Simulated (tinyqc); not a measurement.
Chemical shift by three methods: effective-mass impurity with a central-cell term, in a basis of Slater functions. Computed by tinyqc, a small Python program. Command: `OMP_NUM_THREADS=1 python tinyqc.py 3020011 3020012 out.jsonl centralcell walk`. One thread of a shared host (Intel(R) Xeon(R) Processor @ 2.30GHz), about 0.01 s of CPU time with the checks.

The envelope obeys H = -nabla^2 - (2/r) [Z + A exp(-kappa r)] in effective units, with kappa = a*/lambda; positive A deepens the well near the core.

Inputs (values chosen for the exercise, for a model semiconductor):
```
quantity                   value      unit
effective mass m           0.193       m_0
dielectric constant eps     7.78         -
charge Z of the core           1         -
central-cell strength A      1.2         -
central-cell range lambda    2.3  angstrom
```

Impurity: donor, one isotropic band.

Constants: Ry = 13.605693123 eV; a_0 = 0.529177210903 angstrom.

Method:
- Units: Ry* = Ry m/eps^2 and a* = a_0 eps/m, with m in m_0.
- kappa = a*/lambda; the hydrogenic ground state is bound by Z^2 Ry*.
- For s functions exp(-zeta r), with s = zeta_i + zeta_j: S = 2/s^3, T = zeta_i zeta_j S, V = -2 Z/s^2, W = -2 A/(s + kappa)^2; each function is normalised by dividing by sqrt(S_ii S_jj).
- Large basis: zeta_i = 0.06 x 1.6^(i-1), i = 1..22, same formulas; for p functions r exp(-zeta r): S = 24/s^5, T = zeta_i zeta_j S (centrifugal term included), V = -12 Z/s^4, W = -12 A/(s + kappa)^4; overlap eigenvalues below 1e-11 are dropped.
- First order: shift = 8 A Z^3/(2 Z + kappa)^2 Ry*. One exponent: minimise zeta^2 - 2 Z zeta - 8 A zeta^3/(2 zeta + kappa)^2 by golden section on 0.2 to 6 Z. All shifts are the binding beyond Z^2 Ry*.

kappa = 9.27461 1/a*

Ry* = 43.3829 meV

hydrogenic binding energy = 43.3829 meV

Shift of the 1s binding energy (meV):
```
A      first order  one exponent  large basis
-1.20      -3.2763       -2.9006      -2.7223
-0.60      -1.6382       -1.5376      -1.4871
0.12        0.3276        0.3320       0.3344
0.30        0.8191        0.8472       0.8627
0.60        1.6382        1.7554       1.8221
1.20        3.2763        3.7885       4.0995
1.50        4.0954        4.9347       5.4615
```

The three columns are ordered, first order <= one exponent <= large basis, since each is a variational bound with more freedom. At the largest attractive A first order gives 75 % and one exponent 90 % of the shift; at the most repulsive A the true shift is -2.722 meV against -3.276. Attraction pulls the envelope in and feeds itself, repulsion pushes it out and saturates.

Extremes, crossings and ranges named in words are read from the listed rows.
